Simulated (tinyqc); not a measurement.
Inside a calculation. Model: bias-temperature instability from a Gaussian distribution of capture and emission barriers. Computed by tinyqc, a small Python program that keeps every step. Command: `OMP_NUM_THREADS=1 python tinyqc.py 3005530 3005531 out.jsonl bti walk`. One thread of a shared host (Intel(R) Xeon(R) Processor @ 2.30GHz), about 0.01 s of CPU time with the checks. Intermediate numbers are printed to about 6 digits and carried at full precision; extremes and crossings named in words are read from the listed rows.

Each trap has a capture time tau_0 exp(E_c/(k_B T)) under stress and an emission time tau_0 exp(E_e/(k_B T)) after it. E_c is Gaussian, and E_e = E_c + d with d Gaussian and independent. A trap counts as filled once t_s exceeds its capture time and as emptied once t_r exceeds its emission time.

Inputs (values chosen for the exercise, for a model p-channel transistor):
```
quantity                                       value        unit
shift with all traps filled V_max                 81          mV
mean capture barrier at zero field mu_c         1.53          eV
spread of capture barriers sigma_c              0.33          eV
lowering of mu_c per field k_F                 0.047  eV/(MV/cm)
oxide field F                                    8.8       MV/cm
mean of E_e - E_c at the stress field, delta  -0.017          eV
spread of E_e - E_c, sigma_d                    0.19          eV
time constant tau_0                            8e-10           s
temperature T                                     25           C
stress time t_s                                 3000           s
recovery time t_r                                0.2           s
failure criterion                                 20          mV
```

Constants: k_B = 8.617333262e-05 eV/K.

## Stress

Demarcation energies E_s = k_B T ln(t_s/tau_0), E_r = k_B T ln(t_r/tau_0); mean barrier mu = mu_c - k_F F; z = (E_s - mu)/sigma_c; Phi is the standard normal distribution. Temperatures in kelvin are T(C) + 273.15. Shift without recovery dV0 = V_max Phi(z); local time exponent n = d ln dV0/d ln t_s = (k_B T/sigma_c) exp(-z^2/2)/(sqrt(2 pi) Phi(z)); apparent activation energy n E_s.

E_s = 0.743872 eV

mean barrier mu = 1.1164 eV

z = -1.12887

shift without recovery dV0 = 10.4875 mV

time exponent n = 0.126851

apparent activation energy = 0.0943607 eV

The stress has filled 13 % of the traps. The apparent energy 0.094 eV is only the share n of the barriers near 0.74 eV that are being crossed.

## Recovery

Remaining shift dV = V_max int_(-infinity)^(E_s) g(E_c) [1 - Phi((E_r - E_c - delta)/sigma_d)] dE_c, g the Gaussian density of E_c (Gauss-Legendre, 120 points over 7 sigma_c below E_s).

E_r = 0.496817 eV

remaining shift dV = 6.57217 mV

remaining share dV/dV0 = 0.626666

A measurement delay of t_r hides 37 % of the shift.

## Lifetime

Solve V_max Phi(z) = criterion for t_s; the power-law extrapolation from the stress point is t_s (criterion/dV0)^(1/n); 1 year = 3.15576e7 s.

log10 of the lifetime in s = 5.95739

log10 of the power-law estimate in s = 5.68726

The power law gives a time shorter by 0.27 decades, since n falls as traps fill; ten years is log10 = 8.50.

## What a measurement delay does to the time exponent

Columns: no delay, and delays of 1 us, 1 ms and 1 s.

Shift (mV):
```
t_s (s)   no delay     1 us     1 ms      1 s
1.00e+00    3.2293   2.6630   1.8180   0.8209
1.00e+01    4.6871   4.0821   3.0459   1.5926
1.00e+02    6.6183   5.9893   4.7945   2.8462
1.00e+03    9.0960   8.4537   7.1425   4.7183
1.00e+04   12.1745  11.5258  10.1388   7.3095
1.00e+05   15.8789  15.2274  13.7969  10.6621
1.00e+06   20.1958  19.5432  18.0906  14.7520
1.00e+07   25.0679  24.4149  22.9523  19.4932
```

Between 10 and 1000 s the apparent exponent is 0.144 without delay, 0.158 at 1 us, 0.185 at 1 ms and 0.236 at 1 s: a slow measurement loses more of a short stress than of a long one, which steepens the curve. Without delay the exponent falls from 0.162 to 0.094 over the table, so the growth is not a true power law. Caution: step-function filling and one Gaussian population are simplifications; real devices show several populations.

Checks made by the program: time exponent against a finite difference (relative difference below 1e-10).
